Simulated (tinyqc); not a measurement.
## Pelgrom slope, floor and doping from two device sizes

Inverse problem. s^2 = A^2/(L W) + s0^2, with s0 independent of size and A = (q/Cox) sqrt(Na Wd/3) from random dopants alone, Cox = 3.9 eps0/ti. Find A, s0 and Na.

Values chosen for this exercise:
- ti = 2.6 nm (oxide-equivalent thickness in inversion)

Constants: q = 1.602176634e-19 C, eps0 = 8.8541878128e-14 F/cm where lengths are in cm. Results are converted to the units shown.

s for gate areas 0.00094 and 0.015 um^2 (mV): 34.9711177  9.13636591
Wd = 63.6691554 nm

Answer. s^2 is linear in 1/area: slope A^2, intercept s0^2.

A = 1.069 mV um
s0 = 2.700 mV
Na = 3.700e17 cm^-3

tinyqc, about 0.01 s, one thread, Intel Xeon 2.30GHz (shared host): `OMP_NUM_THREADS=1 python tinyqc.py 2090016 2090017 out.jsonl`
